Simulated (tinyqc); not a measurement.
Worked calculation: plane-wave Kohn-Sham cycle with exchange-only LDA in a layered model solid. One step of it, computed by the program tinyqc.

Question. Iteration 1: potential. V_H(G) = 4 pi rho(G)/G^2 for G != 0 (uniform background); v_x = -(3 rho/pi)^(1/3); V = V_ext + V_H + v_x; Fourier components f(G_m) = (1/N) sum_j f(x_j) exp(-i G_m x_j).

A solid whose potential varies along x alone (atomic units):
```
parameter                      value
period a                   17.200000
cross-section of the cell   9.000000
electrons per cell                 4
grid points                       16
plane waves -n..n, n               2
k points                           1
V1 in V1 cos(2 pi x/a)     -0.530000
V2 in V2 cos(4 pi x/a)      0.190000
```

density at the start, on the grid x_j = j a/N (e/bohr^3): 0.02583979  0.02583979  0.02583979  0.02583979  0.02583979  0.02583979  0.02583979  0.02583979  0.02583979  0.02583979  0.02583979  0.02583979  0.02583979  0.02583979  0.02583979  0.02583979

Give: Potentials on the grid; V(G_m), m = 0, 1, 2, ....

Answer.

Potentials on the grid (hartree):
```
x          V_ext     V_H      v_x        V
0.0000   -0.3400  0.0000  -0.2911  -0.6311
1.0750   -0.3553  0.0000  -0.2911  -0.6464
2.1500   -0.3748  0.0000  -0.2911  -0.6659
3.2250   -0.3372  0.0000  -0.2911  -0.6283
4.3000   -0.1900  0.0000  -0.2911  -0.4811
5.3750    0.0685  0.0000  -0.2911  -0.2227
6.4500    0.3748  0.0000  -0.2911   0.0836
7.5250    0.6240  0.0000  -0.2911   0.3329
8.6000    0.7200  0.0000  -0.2911   0.4289
9.6750    0.6240  0.0000  -0.2911   0.3329
10.7500   0.3748  0.0000  -0.2911   0.0836
11.8250   0.0685  0.0000  -0.2911  -0.2227
12.9000  -0.1900  0.0000  -0.2911  -0.4811
13.9750  -0.3372  0.0000  -0.2911  -0.6283
15.0500  -0.3748  0.0000  -0.2911  -0.6659
16.1250  -0.3553  0.0000  -0.2911  -0.6464
```

V(G_m), m = 0, 1, 2, ... (hartree): -0.2911  -0.2650  0.0950  0.0000  0.0000
